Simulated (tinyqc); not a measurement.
Scaling the whole coupling: critical temperature from a phonon spectrum: McMillan, Allen-Dynes and the linearised Eliashberg equation. Computed by tinyqc, a small Python program. Command: `OMP_NUM_THREADS=1 python tinyqc.py 3009324 3009325 out.jsonl eliashberg walk`. One thread of a shared host (Intel(R) Xeon(R) Processor @ 2.30GHz), about 0.01 s of CPU time with the checks.

alpha^2 F(omega) = sum_i (lambda_i omega_i/2) delta(omega - omega_i), so that lambda = 2 int alpha^2 F/omega d omega = sum_i lambda_i.

Inputs (values chosen for the exercise, for a model metal):
```
quantity                     value  unit
peak energy omega_1           40.7   meV
coupling lambda_1            0.887     -
peak energy omega_2            115   meV
coupling lambda_2             1.08     -
Coulomb pseudopotential mu*   0.08     -
```

Peaks in alpha^2 F: two.

Constants: k_B = 8.617333262e-05 eV/K.

Method:
- omega_log = exp(sum lambda_i ln omega_i / lambda); omega_rms = sqrt(sum lambda_i omega_i^2 / lambda).
- McMillan form: k_B T_c = (omega_log/1.2) exp[-1.04 (1 + lambda)/(lambda - mu* (1 + 0.62 lambda))]. Allen-Dynes multiplies it by f1 f2: f1 = [1 + (lambda/L1)^(3/2)]^(1/3), L1 = 2.46 (1 + 3.8 mu*); f2 = 1 + (omega_rms/omega_log - 1) lambda^2/(lambda^2 + L2^2), L2 = 1.82 (1 + 6.3 mu*) omega_rms/omega_log.
- Linearised Eliashberg equation at omega_n = (2n + 1) pi k_B T, n = 0..N-1: lambda(j) = sum_i lambda_i omega_i^2/(omega_i^2 + (2 pi j k_B T)^2); K_mn = lambda(m - n) + lambda(m + n + 1) - 2 mu*(N) - delta_mn [2m + 1 + lambda(0) + 2 sum_(j=1..m) lambda(j)], with 1/mu*(N) = 1/mu* + ln(omega_rms/omega_N), omega_N = (2N + 1) pi k_B T. T_c is where the largest eigenvalue rho of K is zero.
- N is the smallest integer at or above 8 omega_max/(2 pi k_B T_AD), omega_max the highest peak and T_AD the Allen-Dynes value.
- All lambda_i are multiplied by s. The last column is the large-lambda limit for mu* = 0, k_B T_c = 0.1827 omega_rms sqrt(lambda).

lambda = 1.967

omega_rms = 89.4891 meV

omega_log = 71.9908 meV

T_c (K):
```
s    lambda  McMillan  Allen-Dynes  Eliashberg  large-lambda limit
0.6  1.1802     78.96        86.64       84.06              206.12
0.8  1.5736    105.09       120.93      120.62              238.00
1.0  1.9670    124.12       150.06      152.86              266.10
1.3  2.5571    144.26       187.70      194.67              303.40
1.7  3.3439    161.97       230.85      241.76              346.95
2.3  4.5241    178.42       286.12      300.58              403.55
3.2  6.2944    192.54       355.35      372.59              476.01
```

What follows from these numbers?

McMillan/Eliashberg runs from 0.94 at lambda = 1.18 to 0.52 at 6.29: the exponential form levels off at large lambda, while the true T_c keeps rising (exponent 0.65 between the last rows, tending to 1/2). Allen-Dynes stays within about 5 % over the table. The last row reaches 78 % of the mu* = 0 limit; with mu* above zero T_c stays below that line at any lambda.

Extremes, crossings and ranges named in words are read from the listed rows.
